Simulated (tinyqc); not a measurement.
Inside a calculation. Model: delta-doped HEMT, charge control.

Computed by the program tinyqc: `OMP_NUM_THREADS=1 python tinyqc.py 2180012 2180013 out.jsonl`, one thread of a shared Intel Xeon 2.30GHz, about 0.01 s for the whole run. Printed values are rounded.

A two-dimensional electron gas of density ns under a barrier. EF and the subbands are counted from the conduction-band edge of the channel at the interface. Two subbands of a triangular well with an infinite wall, parabolic band, no carriers in the barrier.

Inputs (values chosen for the exercise); material values close to those of InAlAs on In0.53Ga0.47As:

| symbol | value | unit | meaning |
|---|---|---|---|
| T | 300 | K | temperature |
| d | 29 | nm | barrier thickness from gate to channel |
| ds | 5.5 | nm | undoped spacer next to the channel |
| me | 0.0407 | m0 | electron mass in the channel |
| ec | 13.9 |  | relative permittivity of the channel |
| ebr | 12.6 |  | relative permittivity of the barrier |
| phiB | 0.678 | eV | barrier height of the gate |
| dEc | 0.493 | eV | conduction-band offset |
| ND | 3.5e12 | cm^-2 | sheet density of the donor plane at ds from the channel |
| eta | 0.5 |  | share of ns that counts in the confining field |
| Nb | 0 | cm^-2 | depletion charge of the buffer |
| Vg | -0.16 | V | gate voltage |

Constants: q = 1.602176634e-19 C, kB = 1.380649e-23 J/K, hbar = 1.054571817e-34 J s, m0 = 9.1093837015e-31 kg, Vt = kB T/q, eps0 = 8.8541878128e-14 F/cm where lengths are in cm, hbar^2/(2 m0) = 0.0380998212 eV nm^2. Results are converted to the units shown.

## Barrier and off voltage

Fully depleted barrier with eb = ebr: Vp = q ND (d - ds)/(eps0 eb); donors per area ND; Voff = phiB - dEc - Vp.

Vp = 1.18121 V
donors per area = 3.5e12 cm^-2
eb = 12.6
Voff = -0.996210 V

## Starting value

ns = 4e11 cm^-2.

ns at the start = 4e11 cm^-2

## Iteration 1: new ns

F = q (eta ns + Nb)/(eps0 ec) in eV/nm; E_k = a_k (C F^2/me)^(1/3), a_0 = 2.338107, a_1 = 4.087949, C = hbar^2/(2 m0); D = me m0 q/(pi hbar^2); ns = D Vt [ln(1 + exp((EF - E_0)/Vt)) + ln(1 + exp((EF - E_1)/Vt))], which gives EF = E_0 + Vt ln{2 s/[(1 + u) + sqrt((1 + u)^2 + 4 u s)]} with s = exp(ns/(D Vt)) - 1, u = exp((E_0 - E_1)/Vt). Newton: g = ns + Nb - eps0 eb (Vg - Voff - EF)/(q d), ns(new) = ns - g/(1 + (eps0 eb/(q d)) dEF/dns), the derivative by central differences over +/- 0.01 % of ns.

E_0 = 0.0432871 eV
E_1 = 0.0756832 eV
EF = 0.0420414 eV
dEF/dns = 0.172401 eV per 1e12 cm^-2
ns after iteration 1 = 1.46572e12 cm^-2

## Iteration 2: new ns

As before.

E_0 = 0.102885 eV
E_1 = 0.179885 eV
EF = 0.172802 eV
dEF/dns = 0.100801 eV per 1e12 cm^-2
ns after iteration 2 = 1.56813e12 cm^-2

## Iteration 3: new ns

As before.

E_0 = 0.107623 eV
E_1 = 0.188168 eV
EF = 0.183021 eV
dEF/dns = 0.0988195 eV per 1e12 cm^-2
ns after iteration 3 = 1.56833e12 cm^-2

## Course of the iteration

Stop when the step is below 1e-10 of the value, or after 30 iterations.

Course of the iteration:

| iteration | ns before the step (cm^-2) | step (cm^-2) |
|---|---|---|
| 1 | 4e11 | 1.07e12 |
| 2 | 1.46572e12 | 1.02e11 |
| 3 | 1.56813e12 | 2.01e8 |
| 4 | 1.56833e12 | 714 |
| 5 | 1.56833e12 | 0 |

Converged in 5 iterations.

## Fermi level, second subband and capacitance

converged ns = 1.56833e12 cm^-2

F = q (eta ns + Nb)/(eps0 ec) in eV/nm; E_k = a_k (C F^2/me)^(1/3), a_0 = 2.338107, a_1 = 4.087949, C = hbar^2/(2 m0); D = me m0 q/(pi hbar^2); ns = D Vt [ln(1 + exp((EF - E_0)/Vt)) + ln(1 + exp((EF - E_1)/Vt))], which gives EF = E_0 + Vt ln{2 s/[(1 + u) + sqrt((1 + u)^2 + 4 u s)]} with s = exp(ns/(D Vt)) - 1, u = exp((E_0 - E_1)/Vt). Gate capacitance C = q dns/dVg = eps0 eb/(d + dd), dd = (eps0 eb/q) dEF/dns. dEF/dns by central differences over +/- 0.01 % of ns.

EF = 0.183041 eV
share of the second subband = 16.7759 %
dd = 6.88074 nm
C = 0.310927 uF/cm^2

The rise of EF with ns acts as 6.88 nm of extra barrier, 23.7 % of d. EF is 0.37 of the band offset dEc.
